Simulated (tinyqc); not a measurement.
Adding salt: a particle near a wafer in liquid: double-layer and van der Waals forces (DLVO), deposition barrier and removal. Computed by tinyqc, a small Python program. Command: `OMP_NUM_THREADS=1 python tinyqc.py 3113345 3113346 out.jsonl dlvo walk`. One thread of a shared host (Intel(R) Xeon(R) Processor @ 2.30GHz), about 0.01 s of CPU time with the checks.

Sphere and flat wall, Derjaguin approximation, constant potentials in the linear-superposition form, no retardation and no hydration force.

Inputs (values chosen for the exercise, of the order of those for silica on silica in water):
```
quantity                             value   unit
particle radius R                      300     nm
Hamaker constant A                 5.2e-21      J
potential of the particle psi_1        -31     mV
potential of the wafer psi_2           -13     mV
salt concentration c               0.00017  mol/L
valence z of the symmetric salt          1      -
temperature T                          298      K
dielectric constant of the liquid     78.4      -
```

Constants: e = 1.602176634e-19 C; N_A = 6.02214076e+23 1/mol; eps_0 = 8.8541878128e-12 F/m; k_B = 1.380649e-23 J/K; k_B = 8.617333262e-05 eV/K.

Method:
- kappa^2 = 2 z^2 e^2 N_A (1000 c)/(eps eps_0 k_B T); gamma_i = tanh(z e psi_i/(4 k_B T)); Z = 64 pi eps eps_0 (k_B T/(z e))^2 gamma_1 gamma_2.
- The barrier height is zero when U = 0 and F = 0 together: kappa h = 1 and kappa = 6 Z/(e A), e = 2.718282 here; c follows from kappa^2, with the potentials held fixed.
- U(h) = Z R exp(-kappa h) - A R/(6 h); F(h) = -dU/dh = kappa Z R exp(-kappa h) - A R/(6 h^2), positive for repulsion.
- F = 0 reads x^2 exp(-x) = y with x = kappa h and y = A kappa/(6 Z); the left side peaks at x = 2 with 4/e^2 = 0.5413, so roots exist for smaller y: x < 2 is the barrier, x > 2 the secondary minimum.
- kappa scales as sqrt(c); potentials are held fixed. A dash marks rows without a maximum.

critical concentration = 0.191772 mol/L

kappa = 0.0428986 1/nm

Z = 3.39436 pN

Against the concentration:
```
c (mol/L)  Debye length (nm)  barrier at (nm)  barrier (k_B T)  minimum at (nm)  minimum (k_B T)
1.92e-05              69.363           4.3422           217.93       7.1176e+02      -8.0132e-02
1.92e-04              21.935           2.5056           195.56       1.9310e+02      -2.9008e-01
1.92e-03               6.936           1.4807           157.25       5.0422e+01      -1.0809e+00
9.59e-03               3.104           1.0551           116.28       1.8999e+01      -2.7829e+00
3.84e-02               1.551           0.8196            68.81       7.8144e+00      -6.4818e+00
9.59e-02               0.981           0.7238            31.08       4.1533e+00      -1.1620e+01
1.73e-01               0.731           0.6949             4.69       2.6525e+00      -1.7261e+01
2.88e-01               0.566           0.7147           -18.35       1.6886e+00      -2.4872e+01
5.75e-01               0.401                -                -                -                -
```

At low salt the barrier tends to Z R = 248 k_B T; it is half of that between 0.0019 and 0.0096 mol/L and changes sign at 0.19 mol/L, while the secondary minimum deepens to -17 k_B T at 0.9 of that.

Extremes, crossings and ranges named in words are read from the listed rows.
